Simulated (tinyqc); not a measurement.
Shortcuts against the integral: sheet resistance and Hall data of a diffused or implanted layer. Computed by tinyqc, a small Python program. Command: `OMP_NUM_THREADS=1 python tinyqc.py 3014932 3014933 out.jsonl layer walk`. One thread of a shared host (Intel(R) Xeon(R) Processor @ 2.30GHz), about 0.01 s of CPU time with the checks.

Carriers are taken equal to the net active doping down to the junction (full ionisation, which deep dopants in wide-gap hosts do not reach; no spill-over, no depletion), and the Hall factor is 1.

Inputs (values chosen for the exercise, modelled on donors in germanium): mu_min = 295 cm^2/(V s); mu_max = 3930 cm^2/(V s); N_ref = 1.2e+17 1/cm^3; exponent alpha = 0.54; peak concentration N_0 = 2.2e+19 1/cm^3; length scale l = 450 nm; background doping N_B (opposite type) = 2.1e+17 1/cm^3; projected range R_p = 1200 nm.

Profile: buried Gaussian (implant). Activation: complete.

Constants: e = 1.602176634e-19 C.

Method:
- N(x) = N_0 exp(-(x - R_p)^2/(2 l^2)) for x > 0, dose N_0 l sqrt(pi/2) erfc(-R_p/(l sqrt 2)), junction x_j = R_p + l sqrt(2 ln(N_0/N_B)); the layer starts at x_0 = max(0, 2 R_p - x_j).
- Mobility mu = mu_min + (mu_max - mu_min)/(1 + (N_t/N_ref)^alpha), N_t = active doping + N_B; carriers n = active doping - N_B, all dopants active.
- Integrals from x_0 (0 unless stated) to x_j by the midpoint rule on 400 even intervals: 1/R_s = e int n mu dx; sheet density n_s = int n dx; Hall sheet density (int n mu dx)^2/int n mu^2 dx; Hall mobility int n mu^2 dx/int n mu dx.
- Mean conductivity 1/(R_s x_j); mean mobility 1/(e n_s R_s).
- Shortcuts: R_s = 1/(e Q mu) with the dose Q and the mobility at the (active) peak concentration; 1/(e n_s mu) with mu at N_t = n_s/x_j + N_B; 1/(e Q mu_max).

sheet resistance R_s = 4.58776 ohm

dose = 2.47206e+15 1/cm^2

sheet density n_s = 2.41520e+15 1/cm^2

junction depth x_j = 2572.56 nm

Sheet resistances:
```
method                                   R_s (ohm)  deviation (%)
integral                                    4.5878          0.000
dose, mobility at the peak                  5.0534         10.150
n_s, mobility at the mean concentration     4.2586         -7.175
dose, mu_max                                0.6424        -85.996
```

What follows from these numbers?

The closest shortcut is «n_s, mobility at the mean concentration» (-7.2 %). The peak mobility is the lowest in the layer, so with full activation it overestimates R_s.

Extremes, crossings and ranges named in words are read from the listed rows.
